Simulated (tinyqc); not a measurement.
Worked calculation: extended Hueckel theory, for H4. One step of it, computed by the program tinyqc.

Problem. Mulliken analysis. P = C n C^T; charge = valence electrons (H 1) minus the sum of (P S)_ii on the atom; overlap population = 2 sum P_ij S_ij between two atoms.

coefficients:
```
,MO1,MO2,MO3,MO4
1H 1s,0.295159,0.536064,0.847516,-0.810036
2H 1s,0.389230,0.337241,-0.642684,1.287599
3H 1s,0.389230,-0.337241,-0.642684,-1.287599
4H 1s,0.295159,-0.536064,0.847516,0.810036
```

occupations: 2.000000  2.000000  0.000000  0.000000

overlap S:
```
,1H 1s,2H 1s,3H 1s,4H 1s
1H 1s,1.000000,0.630265,0.165790,0.045620
2H 1s,0.630265,1.000000,0.491726,0.165790
3H 1s,0.165790,0.491726,1.000000,0.630265
4H 1s,0.045620,0.165790,0.630265,1.000000
```

Give: charges; Overlap populations.

Solution.

charges: 1H -0.0815, 2H 0.0815, 3H 0.0815, 4H -0.0815

Overlap populations:
```
pair,value
2-1,0.745396
3-1,-0.043701
3-2,0.074288
4-1,-0.036541
4-2,-0.043701
4-3,0.745396
```
